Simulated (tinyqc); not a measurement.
# Thermophotovoltaic cell, detailed-balance limit: effects of single changes

Every photon above the gap Eg makes one pair and none below is absorbed; carriers thermalise at T and move without loss. Jsc = q F Phi(Eg, Ts); the dark current is J0 = q ge Phi(Eg, T)/ERE with the Boltzmann factor exp(V/Vt). Photons below the gap return to the emitter with reflectance Rf, and the efficiency is the electrical power over the radiant power not returned (luminescence back to the emitter is not credited).

Values chosen for this exercise:
```
symbol  value  unit                                        meaning
T         350     K                               cell temperature
Ts       1200     K                            emitter temperature
F        0.79        share of the hemisphere filled by the emitter
Rf       0.95                reflectance for photons below the gap
ERE      0.01                        external radiative efficiency
ge          2                            number of faces that emit
Eg       0.98    eV                                       band gap
```

Constants: q = 1.602176634e-19 C, kB = 1.380649e-23 J/K, h = 6.62607015e-34 J s, c = 299792458 m/s, Vt = kB T/q. Results are converted to the units shown.

Each table varies one quantity; the others keep the values above.

## Effect of the reflectance for photons below the gap

Photon flux above E from a black body at temperature T into a hemisphere: Phi(E, T) = A sum_k exp(-k E/th)[E^2 th/k + 2 E th^2/k^2 + 2 th^3/k^3], k = 1, 2, ..., with th = kB T/q in eV and A = 2 pi q^3/(h^3 c^2). J(V) = Jsc - J0 (exp(V/Vt) - 1); Voc = Vt ln(1 + Jsc/J0); at maximum power v = Vmp/Vt solves (1 + v) exp(v) = 1 + Jsc/J0. Pin = F sigma Ts^4, sigma = 2 pi^5 kB^4/(15 h^3 c^2). Power above the gap: Pg = F A q sum_k exp(-k Eg/th)[Eg^3 a + 3 Eg^2 a^2 + 6 Eg a^3 + 6 a^4], a = th/k at Ts; power not returned Pab = Pin - Rf (Pin - Pg). FF = Vmp Jmp/(Voc Jsc).

The same in every row: Jsc (mA/cm^2) = 117.4; Voc (V) = 0.5689; Eg/q - Voc (V) = 0.4111; FF = 0.7998.

Result of one run:
```
Rf  efficiency (%)
0           0.5749
```

What becomes of these results when the reflectance for photons below the gap Rf is changed from 0 to 0.98, all else the same?

Result of the changed run:
```
Rf    efficiency (%)
0.98           17.07
```

The whole series:
```
Rf    efficiency (%)
0             0.5749
0.5            1.134
0.8            2.722
0.9            5.107
0.95           9.087
0.98           17.07
0.99           24.13
1              41.18
```

As Rf goes from 0 to 1, Jsc stays at 117 mA/cm^2, Voc stays at 0.569 V and the efficiency rises from 0.575 to 41.2 %. Current and voltage do not depend on Rf; only the power charged to the cell does.

## Effect of the external radiative efficiency

Same model as above.

FF = Vmp Jmp/(Voc Jsc).

The same in every row: Jsc (mA/cm^2) = 117.4.

Effect of the external radiative efficiency:
```
ERE     Voc (V)  Eg/q - Voc (V)      FF  efficiency (%)
1e-6     0.2911          0.6889  0.6868           3.993
1e-5     0.3605          0.6195  0.7268           5.234
0.0001   0.4300          0.5500  0.7570           6.501
0.001    0.4994          0.4806  0.7807           7.787
0.01     0.5689          0.4111  0.7998           9.087
0.1      0.6383          0.3417  0.8156           10.40
1        0.7078          0.2722  0.8288           11.72
```

As ERE goes from 1e-6 to 1, Jsc stays at 117 mA/cm^2, Voc rises from 0.291 to 0.708 V and the efficiency rises from 3.99 to 11.7 %. Each decade of ERE is worth 69.4 mV (Vt ln 10).

## Effect of the share of the hemisphere filled by the emitter

Same model as above.

FF = Vmp Jmp/(Voc Jsc).

Effect of the share of the hemisphere filled by the emitter:
```
F     Jsc (mA/cm^2)  Voc (V)  Eg/q - Voc (V)      FF  efficiency (%)
0.1           14.86   0.5066          0.4734  0.7828           7.920
0.25          37.14   0.5342          0.4458  0.7907           8.436
0.4           59.42   0.5484          0.4316  0.7946           8.702
0.55          81.70   0.5580          0.4220  0.7970           8.882
0.7           104.0   0.5652          0.4148  0.7989           9.019
0.85          126.3   0.5711          0.4089  0.8004           9.129
1             148.6   0.5760          0.4040  0.8016           9.221
```

What does the table show?

As F goes from 0.1 to 1, Jsc rises from 14.9 to 149 mA/cm^2, Voc rises from 0.507 to 0.576 V and the efficiency rises from 7.92 to 9.22 %.

Program tinyqc, `OMP_NUM_THREADS=1 python tinyqc.py 2820006 2820007 out.jsonl`; Intel Xeon 2.30GHz, shared host, one thread, about 0.01 s.
